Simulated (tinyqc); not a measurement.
# Changing the magnetic field B

Model: Hall effect and magnetoresistance of several carrier groups with constant relaxation times. Computed by tinyqc, a small Python program. Command: `OMP_NUM_THREADS=1 python tinyqc.py 3005525 3005526 out.jsonl hall2 sweep`. One thread of a shared host (Intel(R) Xeon(R) Processor @ 2.30GHz), about 0.01 s of CPU time with the checks.

Group 1 has charge -e and group 2 charge +e; s_i is that sign. B lies along z; mu B is formed with mu in m^2/(V s).

Inputs (values chosen for the exercise, for a model conductor): density n1 = 4.1e+17 1/cm^3; mobility mu1 = 63000 cm^2/(V s); density n2 = 1.6e+17 1/cm^3; mobility mu2 = 6600 cm^2/(V s).

Carriers: electrons and holes. Densities: per volume.

Constants: e = 1.602176634e-19 C.

Method. sigma_xx = sum n_i e mu_i/(1 + mu_i^2 B^2); sigma_xy = sum s_i n_i e mu_i^2 B/(1 + mu_i^2 B^2). rho_xx = sigma_xx/(sigma_xx^2 + sigma_xy^2); Hall coefficient R_H = sigma_xy/(B (sigma_xx^2 + sigma_xy^2)), with B in V s/cm^2 (1 T = 1e-4 V s/cm^2); magnetoresistance MR = rho_xx(B)/rho_xx(0) - 1. Apparent density 1/(e |R_H|); Hall mobility |R_H|/rho_xx.

One run for each value; columns: (1) magnetic field B (T); (2) magnetoresistance MR (%); (3) apparent density (1/cm^3); (4) Hall mobility (cm^2/(V s)); (5) Hall coefficient R_H (cm^3/C):
```
(1)           (2)        (3)    (4)     (5)
0.0079  1.141e-02  4.461e+17  60260  -13.99
0.018   5.922e-02  4.461e+17  60233  -13.99
0.039   2.780e-01  4.460e+17  60110  -13.99
0.087   1.382e+00  4.457e+17  59498  -14.00
0.19    6.563e+00  4.442e+17  56793  -14.05
0.96    1.481e+02  4.074e+17  26603  -15.32
2.1     4.858e+02  3.401e+17  13494  -18.35
4.8     9.477e+02  2.774e+17   9250  -22.50
```

Give the missing row, magnetic field B (T) = 0.43.

Computed row; columns: (1) magnetic field B (T); (2) magnetoresistance MR (%); (3) apparent density (1/cm^3); (4) Hall mobility (cm^2/(V s)); (5) Hall coefficient R_H (cm^3/C):
```
(1)         (2)        (3)    (4)     (5)
0.43  3.289e+01  4.369e+17  46308  -14.29
```

Interpolating between the two neighbouring rows (the first column on a logarithmic scale, the others too where they are positive) misses most in Hall mobility (cm^2/(V s)), by 16 %. Over the rows, magnetoresistance MR (%) rises from 0.0114 to 948 (exponent d ln y / d ln x 2.0 between the first rows and 0.81 between the last); apparent density (1/cm^3) falls from 4.46e17 to 2.77e17; Hall mobility (cm^2/(V s)) falls from 60300 to 9250 (exponent d ln y / d ln x -5.4e-4 between the first rows and -0.46 between the last). At the low end the exponent of magnetoresistance MR is 2.00, close to 2: the quadratic law.
